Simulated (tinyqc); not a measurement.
Free-carrier optics of a doped semiconductor (Drude model with one polar phonon): one step. Dielectric function at one energy. Four cases, with inputs chosen for the exercise.

Problem. Insert the numbers.

eps(E) = ei [1 - Ep^2/(E^2 + i E Gam)] + (es - ei) wT^2/(wT^2 - E^2 - i E gT), with Ep^2 = 8 pi c (e^2/(4 pi eps0)) N/(m ei), c = hbar^2/2m0, N in 1/angstrom^3 (1e-24 per 1/cm^3); Gam = hbar/tau, tau = mu m m0/e with m0/e = 5.685630e-12 kg/C and mu in m^2/(V s). Energies in meV.

Case 1.

Values chosen (mass and dielectric values near those of InP; N and mu are free inputs; interband absorption and the rise of the mass with filling are left out; shifted at random, so the results belong to these values and not to a real crystal): E = 41.2 meV (photon energy); ei = 9.38 (high-frequency dielectric constant); wT = 37 meV (TO phonon); es = 12.18 (static dielectric constant); gT = 0.3 meV (phonon damping).

Ep = 51.8555 meV
Gam = 4.8683 meV

Case 2.

Values chosen (mass and dielectric values near those of InAs; N and mu are free inputs; interband absorption and the rise of the mass with filling are left out; shifted at random, so the results belong to these values and not to a real crystal): E = 40.8 meV (photon energy); ei = 12.39 (high-frequency dielectric constant); wT = 27 meV (TO phonon); es = 15.42 (static dielectric constant); gT = 0.7 meV (phonon damping).

Ep = 24.1043 meV
Gam = 7.6218 meV

Case 3.

Values chosen (mass and dielectric values near those of InAs; N and mu are free inputs; interband absorption and the rise of the mass with filling are left out; shifted at random, so the results belong to these values and not to a real crystal): E = 7.4 meV (photon energy); ei = 12.42 (high-frequency dielectric constant); wT = 26.9 meV (TO phonon); es = 15.57 (static dielectric constant); gT = 0.6 meV (phonon damping).

Ep = 9.4160 meV
Gam = 3.3498 meV

Case 4.

Values chosen (mass and dielectric values near those of InSb; N and mu are free inputs; interband absorption and the rise of the mass with filling are left out; shifted at random, so the results belong to these values and not to a real crystal): E = 17.2 meV (photon energy); ei = 15.44 (high-frequency dielectric constant); wT = 22.1 meV (TO phonon); es = 16.7 (static dielectric constant); gT = 0.5 meV (phonon damping).

Ep = 31.3841 meV
Gam = 2.4321 meV

Give: free-carrier term; eps.

Solution.

Case 1.

free-carrier term = -14.6547+1.7316i
eps = -16.9291+2.1702i

Case 2.

free-carrier term = -4.1787+0.7806i
eps = 5.8527+0.8526i

Case 3.

free-carrier term = -16.689+7.555i
eps = -0.861+7.577i

Case 4.

free-carrier term = -50.398+7.126i
eps = -31.769+7.269i

Computed by tinyqc, one run a case: `OMP_NUM_THREADS=1 python tinyqc.py N N+1 out.jsonl` with N = 1680206, 1680481, 1681059, 1681198; one thread of a shared Intel(R) Xeon(R) Processor @ 2.30GHz, about 0.01 s a run at most.
